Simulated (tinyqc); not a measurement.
Stoner model of a band ferromagnet: one step. The paramagnetic state and the Stoner criterion. Four cases, with inputs chosen for the exercise.

Problem. Find EF from nd/2 states per spin, D(EF) and the product I D(EF); below 1 the susceptibility is enhanced by 1/(1 - I D).

Density of states per atom and spin: flat with a rise to the top, D(e) = (M/W) [1 - sp + 4 sp (e/W + 1/2)^3]. Levels e -/+ I m/2 for up and down spin, m = n_up - n_down, n_up + n_down = nd. At zero temperature e(N) is the energy below which N states lie, and E(m) = sum over spins of integral e D de - I m^2/4.

Case 1.

Values chosen:
- W = 4.2 eV (band width, e from -W/2 to W/2)
- M = 5 (states per atom and spin)
- nd = 7.32 (electrons per atom)
- sp = 0.61 (shape parameter)
- I = 0.4 eV (Stoner parameter)

Case 2.

Values chosen:
- W = 4.9 eV (band width, e from -W/2 to W/2)
- M = 5 (states per atom and spin)
- nd = 9.23 (electrons per atom)
- sp = 0.61 (shape parameter)
- I = 0.58 eV (Stoner parameter)

Case 3.

Values chosen:
- W = 5.3 eV (band width, e from -W/2 to W/2)
- M = 5 (states per atom and spin)
- nd = 7.85 (electrons per atom)
- sp = 0.66 (shape parameter)
- I = 0.59 eV (Stoner parameter)

Case 4.

Values chosen:
- W = 5.7 eV (band width, e from -W/2 to W/2)
- M = 5 (states per atom and spin)
- nd = 7.25 (electrons per atom)
- sp = 0.63 (shape parameter)
- I = 0.77 eV (Stoner parameter)

Give: EF; D(EF); I D(EF).

Solution.

Case 1.

EF = 1.6423 eV
D(EF) = 2.5192 1/eV
I D(EF) = 1.0077

Case 2.

EF = 2.3117 eV
D(EF) = 2.6829 1/eV
I D(EF) = 1.5561

Case 3.

EF = 2.2246 eV
D(EF) = 2.2585 1/eV
I D(EF) = 1.3325

Case 4.

EF = 2.2241 eV
D(EF) = 1.8840 1/eV
I D(EF) = 1.4506

The paramagnet is unstable.

Computed by tinyqc, one run a case: `OMP_NUM_THREADS=1 python tinyqc.py N N+1 out.jsonl` with N = 1681285, 1682036, 1682198, 1682408; one thread of a shared Intel(R) Xeon(R) Processor @ 2.30GHz, about 0.3 s a run at most.
